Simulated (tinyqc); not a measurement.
## Via and link resistance from two via chains

Problem. A chain of 5000 vias joined by 5000 metal links has R = 5000 (Rv + Rlink), with Rlink proportional to the link length. Find Rv, Rlink for length L, and the value of Rv that the short chain would give if the links were ignored.

resistance of chains of 5000 links with link lengths L and 3 L (ohm): 85000  2.25e5

Answer. R per link is a straight line in the link length; its intercept at zero length is Rv.

Rv = 3.00 ohm
Rlink = 14.0 ohm
Rv without correction = 17.0 ohm

Computed by the program tinyqc: `OMP_NUM_THREADS=1 python tinyqc.py 2750064 2750065 out.jsonl`, one thread of a shared Intel Xeon 2.30GHz, about 0.01 s for the whole run.
